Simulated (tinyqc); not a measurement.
Inputs raised by 2 %, one at a time: bottom-up copper filling of a trench by curvature-enhanced accelerator coverage. Computed by tinyqc, a small Python program. Command: `OMP_NUM_THREADS=1 python tinyqc.py 3021436 3021437 out.jsonl superfill sens`. One thread of a shared host (Intel(R) Xeon(R) Processor @ 2.30GHz), about 0.3 s of CPU time with the checks.

A rectangular trench keeps vertical walls and a flat floor. An accelerator floats on the surface; where area is lost in the corners it is passed on to the floor.

Inputs (values chosen for the exercise, close to those used for damascene copper plating):
```
quantity,value,unit
trench width w,66,nm
aspect ratio h/w,2.1,-
exchange current of the suppressed surface i_0,0.015,mA/cm^2
exchange current of the accelerated surface i_1,0.79,mA/cm^2
transfer coefficient alpha,0.46,-
overpotential eta,0.18,V
starting coverage theta_0,0.009,-
adsorption rate k_a,0,1/s
cupric ion concentration C,0.68,mol/l
diffusivity D,4.2e-06,cm^2/s
boundary layer delta,43,um
temperature T,298,K
```

Constants: e = 1.602176634e-19 C; N_A = 6.02214076e+23 1/mol; k_B = 8.617333262e-05 eV/K.

Method. Kinetic current i_k = [i_0 (1 - theta) + i_1 theta] exp(alpha eta/(k_B T)), limit i_L = 2 F D C/delta, i = 1/(1/i_k + 1/i_L); velocity v = i Omega/(2F), Omega = 7.11 cm^3/mol, F = e N_A. Depletion inside the trench is ignored. Half width x, floor height y, depth h = aspect ratio x w. dx/dt = -v_s, dy/dt = v_b. d theta_b/dt = k_a (1 - theta_b) + [theta_s v_b + theta_b v_s]/x: the floor takes the accelerator of the wall it covers and keeps its own as it narrows. d theta_s/dt = k_a (1 - theta_s). theta_b is capped at 1. Integrate (tolerance 1e-9) until the walls meet (x = 0.02 w/2) or the floor passes the original mouth y = h. Start: x = w/2, y = 0, theta_b = theta_s = theta_0. Height filled = y/h, opening left = x/(w/2).

Runs:
```
input moved,from,to,time at the end (s),"opening left, as a share of w",ratio v(1)/v(theta_0),share of the height filled from the floor
base run,-,-,159.58,0.02,31.261,0.87847
trench width w (nm),66,67.32,162.77,0.02,31.261,0.87847
aspect ratio h/w,2.1,2.142,159.58,0.02,31.261,0.86124
exchange current of the suppressed surface i_0 (mA/cm^2),0.015,0.0153,157.46,0.02,30.846,0.86649
exchange current of the accelerated surface i_1 (mA/cm^2),0.79,0.8058,158.56,0.02,31.598,0.88964
overpotential eta (V),0.18,0.1836,149.66,0.02,30.993,0.87533
boundary layer delta (um),43,43.86,159.60,0.02,31.180,0.87752
cupric ion concentration C (mol/l),0.68,0.6936,159.57,0.02,31.341,0.87940
```

Exponents ln(y'/y) / ln(x'/x):
```
input,time at the end,"opening left, as a share of w",ratio v(1)/v(theta_0),share of the height filled from the floor
trench width w,1.000,0,0.000,0.000
aspect ratio h/w,0.000,0,0.000,-1.000
exchange current of the suppressed surface i_0,-0.676,0,-0.676,-0.693
exchange current of the accelerated surface i_1,-0.324,0,0.540,0.639
overpotential eta,-3.242,0,-0.435,-0.181
boundary layer delta,0.004,0,-0.131,-0.054
cupric ion concentration C,-0.004,0,0.129,0.054
```

Among the inputs moved here: time at the end answers most in size to overpotential eta (exponent -3.242), next to trench width w (+1.000); its exponent is below 0.0005 for aspect ratio h/w. Its exponent +1.000 in trench width w: without adsorption the problem scales with w. Opening left, as a share of w hardly depends on these (all exponents below 0.005). Ratio v(1)/v(theta_0) answers most in size to exchange current of the suppressed surface i_0 (exponent -0.676), next to exchange current of the accelerated surface i_1 (+0.540); its exponent is below 0.0005 for trench width w, aspect ratio h/w. Share of the height filled from the floor answers most in size to aspect ratio h/w (exponent -1.000), next to exchange current of the suppressed surface i_0 (-0.693); its exponent is below 0.0005 for trench width w. Its exponent 0.000 in trench width w: the outcome does not depend on scale here.

Caution (all rows): real profiles develop slanted corners, and accelerator is consumed; both are left out.
